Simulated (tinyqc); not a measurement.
Comparisons within one model: shallow donor in an anisotropic valley (effective-mass theory). A value that a table varies takes the place of the one given here.

One valley: H = -c [(d2/dx2 + d2/dy2)/mt + (d2/dz2)/ml] - q/(eps r), c = hbar^2/2m0, q = e^2/(4 pi eps0). Trial function exp(-sqrt((x^2 + y^2)/a^2 + z^2/b^2)) with a > b: T = (c/3)(2/(mt a^2) + 1/(ml b^2)), V = -(q/eps) atan(u/b)/u, u = sqrt(a^2 - b^2). The central cell of the impurity is left out.

Constants: hbar^2/2m0 = 3.80998211 eV angstrom^2; e^2/(4 pi eps0) = 14.39964547 eV angstrom; Ry = 13.60569312 eV; a0 (Bohr radius) = 0.5291772105 angstrom.

Parameters, chosen for this exercise (near those of a group-V donor in Si; the results hold for these values, not for the real material): mt = 0.193 m0 (transverse mass); eps = 11.5 (dielectric constant); xs = (1.5, 1.8, 3.4, 5, 14, 17, 51, 190) (ratios ml/mt); E0 = -31.2 meV (single-valley level); D0 = 2.25 meV (central-cell shift); D1 = 2.02 meV (coupling of perpendicular valleys); D2 = 0.86 meV (coupling of opposite valleys); ml = 0.949 m0 (longitudinal mass).

## Mass anisotropy

mt and eps fixed, ml varied. Energies in units of Ry*(mt) = Ry mt/eps^2 and lengths in a*(mt) = a0 eps/mt; the last two columns use one mass, 3/(1/ml + 2/mt) or (ml mt^2)^(1/3).

Results:

| ml/mt | a/a* | b/a | binding | conductivity mass | density-of-states mass |
|---|---|---|---|---|---|
| 1.50 | 0.920 | 0.866 | 1.139 | 1.125 | 1.145 |
| 1.80 | 0.888 | 0.811 | 1.203 | 1.174 | 1.216 |
| 3.40 | 0.792 | 0.649 | 1.436 | 1.308 | 1.504 |
| 5.00 | 0.744 | 0.567 | 1.580 | 1.364 | 1.710 |
| 14.0 | 0.646 | 0.397 | 1.962 | 1.448 | 2.410 |
| 17.0 | 0.631 | 0.371 | 2.032 | 1.457 | 2.571 |
| 51.0 | 0.565 | 0.255 | 2.403 | 1.485 | 3.708 |
| 190 | 0.514 | 0.163 | 2.776 | 1.496 | 5.749 |

The binding grows from 1.14 to 2.78 Ry*(mt); for ml going to infinity the exact problem becomes two-dimensional, with 4 Ry*. The conductivity mass saturates at 1.5 and underbinds, by 14 % at ml/mt = 5; the density-of-states mass errs by +8 % there and by +107 % in the last row. With these mt and eps one unit is 19.86 meV.

## Strain along [001] (shallow donor in effective-mass theory, with valley-orbit splitting)

Basis: the 1s envelopes of the valleys +x, -x, +y, -y, +z, -z. Diagonal E0 - D0, element -D2 between opposite valleys and -D1 between perpendicular ones. Strain along [001] adds 2 Ds/3 to the z valleys and -Ds/3 to the others.

Ground level, gap to the next level, weight in the z valleys and contact density (sum of amplitudes)^2/6.

Results:

| Ds (meV) | ground (meV) | gap (meV) | z weight | contact density | ground less band edge (meV) |
|---|---|---|---|---|---|
| -120 | -114.59 | 2.00 | 0.998 | 0.380 | -34.59 |
| -40 | -61.86 | 2.61 | 0.977 | 0.484 | -35.20 |
| -15 | -46.75 | 4.16 | 0.846 | 0.725 | -36.75 |
| -5 | -42.90 | 6.97 | 0.542 | 0.956 | -39.56 |
| 0 | -42.39 | 9.80 | 0.333 | 1.000 | -42.39 |
| 5 | -42.78 | 8.53 | 0.190 | 0.973 | -41.12 |
| 15 | -44.93 | 7.34 | 0.071 | 0.885 | -39.93 |
| 40 | -52.41 | 6.49 | 0.016 | 0.780 | -39.08 |
| 120 | -78.61 | 6.02 | 0.002 | 0.709 | -38.61 |

The scale is the A1-E splitting 6 D1 = 12.1 meV. The contact density is largest without strain and falls to 0.380 and 0.709 at the ends, towards 1/3 (two valleys) and 2/3 (four valleys). The binding below the lowest band edge drops from 42.4 meV to 34.6 meV when the two z valleys are lowest and to 38.6 meV when the four others are, since fewer valleys share the coupling.

## What each parameter does

The minimum of the trial energy. Each row changes one parameter from the base and keeps the others.

Results:

| case | E (meV) | a (angstrom) | b (angstrom) | b/a |
|---|---|---|---|---|
| base | -31.24 | 23.51 | 13.41 | 0.570 |
| ml = 1.186 m0 | -32.90 | 22.73 | 12.00 | 0.528 |
| mt = 0.174 m0 | -28.86 | 25.67 | 14.12 | 0.550 |
| eps = 12.7 | -25.62 | 25.97 | 14.81 | 0.570 |

The largest shifts from the base row, up to three for each result and ties (the steps differ in size, so this ranks the rows, not the parameters). E (meV): eps +5.63, mt +2.38, ml -1.66. a (angstrom): eps +2.45, mt +2.16, ml -0.78. b (angstrom): ml -1.41, eps +1.40, mt +0.71. b/a: ml -0.043, mt -0.020; unchanged at the printed digits by eps. eps only rescales the solution (E as 1/eps^2, lengths as eps), so b/a depends on ml/mt alone.

(tinyqc, `OMP_NUM_THREADS=1 python tinyqc.py 1281748 1281749 out.jsonl`, Intel(R) Xeon(R) Processor @ 2.30GHz, 1 thread, shared host, about 0.01 s.)
